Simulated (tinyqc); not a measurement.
Polytypes by hexagonality, and a cubic inclusion as a quantum well: sweeps and comparisons. A value that a table varies takes the place of the one given here.

Gap: E3 + (E2 - E3) h. Valence top Ev2 h and polarisation P2 h, both counted from 3C; Ec = Ev + gap.

A cubic inclusion of width L = N d in the host (h = 1) is a well of depth V = Ec(host) - Ec(3C). Square well with mass mismatch: k tan(k L/2) = (m_w/m_b) q, k = sqrt(m_w E/c), q = sqrt(m_b (V - E)/c), c = hbar^2/2m0, lowest root. The depth of the level, V - E, is its binding, and the transition to the valence top of the host is gap(host) - (V - E). The step in polarisation gives a field |F| = |P|/(eps eps0) in a thin inclusion, eps0 = 8.8541878e-12 F/m.

Constants: hbar^2/2m0 = 3.80998211 eV angstrom^2.

Parameters, chosen for this exercise (of the order of those of InAs; the results hold for these values, not for the real material): E3 = 0.417 eV (gap of the cubic polytype); E2 = 0.461 eV (gap of 2H); Ev2 = 0.045 eV (valence top of 2H above that of 3C); P2 = 0.0018 C/m^2 (spontaneous polarisation of 2H); m = (0.026, 0.026) m0 (electron mass along c in the cubic layer and in the host); d = 3.51 angstrom (thickness of a double layer); eps = 15 (dielectric constant); N = 6 (double layers in the cubic inclusion).

## Width of the inclusion

Without the field: square well. With it, the potential inside is |F| (z - L/2), the host conduction edge lies at V - |F| L/2 on one side and V + |F| L/2 on the other, and the lowest level E_F is found by finite differences (step 0.25 angstrom, wide box, good to about 1 meV). Holes sit in the host on the high side, so the transition is gap(host) - V + E_F - |F| L/2. A dash: bound by less than 2 meV or not at all.

Results:

| N | L (angstrom) | depth (eV) | transition (eV) | depth below the low side, with field (eV) | transition with field (eV) |
|---|---|---|---|---|---|
| 2 | 7.02 | 0.001 | 0.460 | - | - |
| 4 | 14.04 | 0.003 | 0.458 | - | - |
| 6 | 21.06 | 0.006 | 0.455 | - | - |
| 10 | 35.10 | 0.013 | 0.448 | - | - |
| 15 | 52.65 | 0.024 | 0.437 | - | - |
| 20 | 70.20 | 0.035 | 0.426 | 0.004 | 0.362 |
| 30 | 105.30 | 0.051 | 0.410 | 0.006 | 0.313 |

How do the results move?

The square well binds a level even at N = 2 (1 meV), as any symmetric one-dimensional well does; the depth grows to 51 of 89 meV, and the transition tends to E3 - Ev(host) = 0.372 eV. With the field the level is bound by 2 meV or more for N = 20 and 30, and the transition is lowered by 64 meV at N = 20 and 98 meV at N = 30, where |F| L/2 = 71 meV. Free carriers or surface charge screen the field and the step between the two sides; with the field removed every row returns to its square-well depth, and the attraction to the hole, left out here, binds the electron further.

## What each parameter does

Well depth, depth of the level, transition without the field and field. Each row changes one parameter from the base and keeps the others.

Results:

| case | V (eV) | depth (eV) | transition (eV) | \|F\| (MV/cm) |
|---|---|---|---|---|
| base | 0.0890 | 0.0055 | 0.4555 | 0.136 |
| N = 7 | 0.0890 | 0.0073 | 0.4537 | 0.136 |
| Ev2 = 0.075 eV | 0.1190 | 0.0096 | 0.4514 | 0.136 |
| E3 = 0.397 eV | 0.1090 | 0.0081 | 0.4529 | 0.136 |
| E2 = 0.491 eV | 0.1190 | 0.0096 | 0.4814 | 0.136 |
| P2 = 0.0023 C/m^2 | 0.0890 | 0.0055 | 0.4555 | 0.173 |
| eps = 16 | 0.0890 | 0.0055 | 0.4555 | 0.127 |
| m = (0.031, 0.026) m0 | 0.0890 | 0.0055 | 0.4555 | 0.136 |

What can be read from the table?

The largest shifts from the base row, up to three for each result and ties (the steps differ in size, so this ranks the rows, not the parameters). V (eV): Ev2 +0.0300, E2 +0.0300, E3 +0.0200; unchanged at the printed digits by N, P2, eps and m. depth (eV): Ev2 +0.0041, E2 +0.0041, E3 +0.0026; unchanged at the printed digits by P2, eps and m. transition (eV): E2 +0.0259, Ev2 -0.0041, E3 -0.0026; unchanged at the printed digits by P2, eps and m. |F| (MV/cm): P2 +0.038, eps -0.008; unchanged at the printed digits by N, Ev2, E3, E2 and m.

Run: tinyqc, `OMP_NUM_THREADS=1 python tinyqc.py 1851269 1851270 out.jsonl`; Intel(R) Xeon(R) Processor @ 2.30GHz, one thread, shared host; about 0.1 s of CPU time with all checks.
